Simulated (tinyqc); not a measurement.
Energy and delay of logic against supply voltage: two steps of the calculation.

One expression serves below and above threshold: I(Vg) = Ik [ln(1 + exp((Vg - VT + dd V)/(al nf Vt)))]^al, with I_on = I(V) and I_off = I(0). Gate delay td = kd C V/I_on, clock period LD td. Per gate and cycle the switching energy is act C V^2 and the leakage energy I_off V LD td. No short-circuit current, no variation. Minima are sought above 0.09 V; below a few Vt gates no longer switch and the model has no meaning.

Inputs (values chosen for the exercise); values of the order met in logic technologies: temperature T = 300 K; threshold voltage at zero drain bias VT = 0.19 V; slope factor nf = 1.24; barrier lowering per volt of supply dd = 0.1; specific current of a gate Ik = 0.78 uA; exponent of the current law al = 1.48; load capacitance of a gate C = 0.84 fF; delay factor kd = 0.7; logic depth LD = 20; activity factor act = 0.05; supply voltage V = 1.04 V.

Constants: q = 1.602176634e-19 C, kB = 1.380649e-23 J/K, Vt = kB T/q. Results are converted to the units shown.

Question 1. Currents, delay and energies. I_on, I_off, td, clock frequency 1/(LD td), both energies and their sum.

Find: I_on; I_off; td; clock frequency; switching energy; leakage energy; energy.

Answer 1.

I_on = 66.234 uA
I_off = 47.619 nA
td = 9.2327 ps
clock frequency = 5.4156 GHz
switching energy = 45.427 aJ
leakage energy = 9.1448 aJ
energy = 54.572 aJ

I_on/I_off = 1390; leakage makes up 16.8 % of the energy.

Question 2. New V. Minimum-energy supply: E(V) is the energy per gate and cycle; with h = 0.001 V, E' = (E(V + h) - E(V - h))/(2 h), E'' = (E(V - h) - 2 E(V) + E(V + h))/h^2, V(new) = V - E'/E''.

V after iteration 2 = 0.20058403 V

Find: E'; E''; V after iteration 3.

Answer 2.

E' = -0.03431 aJ/V
E'' = 393.2 aJ/V^2
V after iteration 3 = 0.2007 V

tinyqc, about 0.01 s, one thread, Intel Xeon 2.30GHz (shared host): `OMP_NUM_THREADS=1 python tinyqc.py 2082162 2082163 out.jsonl`
